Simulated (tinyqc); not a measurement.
Thin (001) film in sp3s* tight binding with raised dangling bonds: sweeps and comparisons. A value that a table varies takes the place of the one given here.

Planes alternate anion (a), cation (c) along [001], a/4 apart, starting with an anion; zero in-plane momentum; levels counted from the bulk Ev, the lower root of [[Epa, Vxx], [Vxx, Epc]]; no spin-orbit coupling. Block of s, pz, s*: from an anion to the cation above, Vss/2 (s,s), Vsapc/2 (s,z), -Vscpa/2 (z,s), Vxx/2 (z,z), Vxapc/2 (s*,z), -Vpaxc/2 (z,s*); to the cation below the same with the s-z and s*-z signs reversed. Block of u = (px + py)/sqrt2 and v = (px - py)/sqrt2: to the cation above (Vxx + Vxy)/2 for u and (Vxx - Vxy)/2 for v, to the cation below the reverse. Each surface atom has two dangling sp3 hybrids; raising both by dl adds (dl/2) [[1, t], [t, 1]] to its s, pz levels (t = -1 at the bottom face, +1 at the top) and dl to the one of u, v in whose plane the missing bonds lie (v for a bottom anion or a top cation, u for a top anion).

Parameters, chosen for this exercise (near a published set for AlAs, fitted to gaps, whose masses and valley positions are rough; shifted at random, so the results belong to these values and not to a real crystal):
- p = (-7.444, 0.984, -1.154, 3.585, 7.539, 6.708, -6.722, 1.886, 4.321, 5.07, 5.549, 4.505, 4.973) eV (order Esa, Epa, Esc, Epc, Exa, Exc, Vss, Vxx, Vxy, Vsapc, Vscpa, Vxapc, Vpaxc)
- Nw = 28 (planes in the thicker film)
- a = 5.659 angstrom (lattice constant)
- dp = 30 eV (value of dl for the passivated films)
- Ns = (8, 10, 20, 21, 26, 37, 53, 61) (numbers of planes)

## States in the gap of a film

edges (eV): Gamma 3.12876, Delta 2.30067

Levels between 0 and the lower bulk edge, the largest weight on the two outer planes of both faces among them, and the nearest levels outside, for several shifts dl.

Film of Nw planes:
```
dl (eV)  levels in the gap              at (eV)  surface weight  next above (eV)  next below (eV)
0                        3  0.071, 0.990, 1.389            0.86           2.3133          -0.0330
1                        3  0.345, 1.860, 1.993            0.89           2.3138          -0.0330
2                        1                0.754            0.68           2.3093          -0.0330
3                        1                1.246            0.74           2.3122          -0.0330
5                        1                2.248            0.72           2.3126          -0.0330
10                       0                    -               -           2.3128          -0.0330
30                       0                    -               -           2.3128          -0.0330
100                      0                    -               -           2.3129          -0.0330
```

Can the levels of the bare film be read as confined subbands?

No: with bare surfaces (dl = 0) 3 levels lie in the bulk gap, with up to 86 % of the weight on the four outer planes, two a face, where an even spread gives 14 %; these are dangling-bond states, not subbands. The reruns show the bulk gap clear from dl = 10 eV on, and at dl = 30 eV the next level above lies 0.0 meV from its value at 100 eV.

## Gap against thickness

Passivated films (finite dp, so levels can still be some meV from their limit), thickness N a/4. Highest level below mid-gap (either block) and the two lowest above it. The exponents are -d ln(shift)/d ln N between the sixth and the last film, for the valence level and for the lowest conduction level.

Levels (eV):
```
N   thickness (angstrom)      Ev1     Ec1     Ec2     gap
8                  11.32  -0.2452  2.4556  2.6905  2.7008
10                 14.15  -0.1783  2.3877  2.5678  2.5661
20                 28.30  -0.0592  2.3194  2.3380  2.3786
21                 29.71  -0.0595  2.3188  2.3300  2.3783
26                 36.78  -0.0376  2.3156  2.3167  2.3532
37                 52.35  -0.0210  2.3088  2.3089  2.3299
53                 74.98  -0.0106  2.3046  2.3051  2.3152
61                 86.30  -0.0081  2.3038  2.3039  2.3119
```

exponents: valence 1.90, conduction 1.91

What can be read from the table?

The gap is 2.701 eV at 11.3 angstrom and 2.312 eV at 86.3, against 2.301 eV in the bulk along this line. At 21 planes the conduction side gives 18 meV of the widening and the valence side 60 meV. A hard-walled parabolic band has exponent 2; departures come from the offset between N a/4 and the effective width, from non-parabolicity and from the termination (odd and even N end differently: in the direction of the bond rows at the two faces and, in a compound, in the kind of atom), which also makes single steps in N uneven. Ec1 and Ec2 come from the neighbourhood of X.

## What each change does

A film of Nw planes with shift dp: highest level below mid-gap (half the lower bulk edge) and the two lowest above. Each row changes one parameter from the base and keeps the others.

Results:
```
case        Ev1 (eV)  Ec1 (eV)  Ec2 (eV)
base         -0.0330    2.3128    2.3160
Nw = 29      -0.0331    2.3119    2.3152
dp = 15 eV   -0.0330    2.3128    2.3160
```

What does this show?

The largest shifts from the base row, up to three for each result and ties (the steps differ in size, so this ranks the rows, not the parameters). Ev1 (eV): Nw -0.0001; unchanged at the printed digits by dp. Ec1 (eV): Nw -0.0010; unchanged at the printed digits by dp. Ec2 (eV): Nw -0.0008; unchanged at the printed digits by dp. An odd change of Nw also changes which atoms end the film, so levels need not move as thickness alone would move them; the row for dp shows how far the passivation is from converged.

(tinyqc, `OMP_NUM_THREADS=1 python tinyqc.py 1450418 1450419 out.jsonl`, Intel(R) Xeon(R) Processor @ 2.30GHz, 1 thread, shared host, about 0.4 s.)
